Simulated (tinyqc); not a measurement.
From one set of inputs to another, one input at a time: Keating valence-force model of a tetrahedral crystal. Computed by tinyqc, a small Python program. Command: `OMP_NUM_THREADS=1 python tinyqc.py 3013118 3013119 out.jsonl keating ladder`. One thread of a shared host (Intel(R) Xeon(R) Processor @ 2.30GHz), about 0.1 s of CPU time with the checks.

Atom A sits at 0 and atom B at a/4 (1,1,1) of an fcc lattice; the four bonds from A are t = a/4 (1,1,1), a/4 (1,-1,-1), a/4 (-1,1,-1), a/4 (-1,-1,1), of length d = sqrt(3) a/4. Energy: E = (3 alpha/(8 d^2)) sum over bonds (r.r - d^2)^2 + (3 beta/(8 d^2)) sum over pairs of bonds at one atom (r_i.r_j + d^2/3)^2, with beta_A for the six pairs at A and beta_B for the six at B. The cell holds two atoms, Omega = a^3/4. 1 N/m = 1 J/m^2. With constants fitted to the elastic moduli this model puts optical and zone-boundary frequencies of real crystals too high, by up to about 20 % in elemental crystals and up to about 50 % in compounds, and mostly by more for TA modes; in compounds the lattice part of the static dielectric constant then comes out too low.

The inputs printed are set A. Inputs not listed in the table keep their values of set A, so the rows need not describe a real material.

Inputs (values chosen for the exercise, modelled on indium arsenide):
```
quantity                value      unit
lattice constant a      6.058  angstrom
mass M_A               114.82         u
mass M_B                74.92         u
bond stretching alpha    34.9       N/m
bond bending beta_A      5.52       N/m
bond bending beta_B      5.52       N/m
mesh divisions n            6         -
temperature T             150         K
```

Structure: zinc blende.

Constants: nu for 1 eV/(angstrom^2 u) = 15.6333042 THz; 1 eV/angstrom^2 = 16.02176634 J/m^2; h x 1 THz = 4.135667696 meV; k_B = 8.617333262e-05 eV/K.

Method:
- beta = (beta_A + beta_B)/2; C11 = (alpha + 3 beta)/a, C12 = (alpha - beta)/a, C44 = 4 alpha beta/(a (alpha + beta)); with the two sublattices clamped C44(0) = (alpha + beta)/a; internal-strain parameter zeta = (alpha - beta)/(alpha + beta); B = (C11 + 2 C12)/3.
- With displacements u exp(i q.r), each bracket changes by g.u, where g = (g_A, g_B): bond t, g = (-2 t, 2 t exp(i q.t)); pair (i, j) at A, g = (-(t_i + t_j), t_i exp(i q.t_j) + t_j exp(i q.t_i)); pair at B, g = (-t_i exp(-i q.t_j) - t_j exp(-i q.t_i), t_i + t_j). Then D_mn = sum over the 4 bonds and 12 pairs of (4 k/a^2) conj(g_m) g_n / sqrt(M_m M_n), with k = alpha or beta converted to eV/angstrom^2. Only the short-range forces enter; the Coulomb field of the charges is left out.
- An eigenvalue lambda of D in eV/(angstrom^2 u) gives nu = 15.6333042 THz x sqrt(lambda).
- Mesh: q = sum_i (m_i + 1/2)/n b_i, m_i = 0..n-1, with b = [[-1, 1, 1], [1, -1, 1], [1, 1, -1]] in 2 pi/a; sums over the six modes are averaged over the n^3 points and halved, per atom.
- With x = h nu/(k_B T) and n = 1/(exp(x) - 1) for each mode: F = k_B T [x/2 + ln(1 - exp(-x))], U = k_B T x (n + 1/2), S/k_B = x n - ln(1 - exp(-x)), C/k_B = x^2 n (n + 1).
- The acoustic share counts the three lowest modes at each q; zero-point energy = sum h nu/2.

Each row keeps all changes above it:
```
input moved                      from     to  C11 (GPa)  internal-strain parameter zeta  entropy S (k_B/atom)
set A                               -      -      84.95                         0.72687                2.4110
lattice constant a (angstrom)   6.058  4.075     126.28                         0.72687                2.4110
mass M_A (u)                   114.82   33.8     126.28                         0.72687                1.7471
bond bending beta_A (N/m)        5.52   15.1     161.55                         0.54391                1.4167
bond stretching alpha (N/m)      34.9   55.4     211.85                         0.68620                1.2312
mass M_B (u)                    74.92   31.9     211.85                         0.68620                0.8639
temperature T (K)                 150    600     211.85                         0.68620                3.9927
```

Which inputs carry the difference?

C11 goes from 84.9 to 212, a factor 2.49 in all. The largest single move comes from lattice constant a (a factor 1.49). Internal-strain parameter zeta goes from 0.727 to 0.686, a factor 0.944 in all. The largest single move comes from bond bending beta_A (a factor 0.748), and bond stretching alpha works against it (a factor 1.26). Entropy S goes from 2.41 to 3.99, a factor 1.66 in all. The largest single move comes from temperature T (a factor 4.62), and mass M_B works against it (a factor 0.702). The single moves hold for this order of the switches; the total does not depend on the order.

Extremes, crossings and ranges named in words are read from the listed rows.
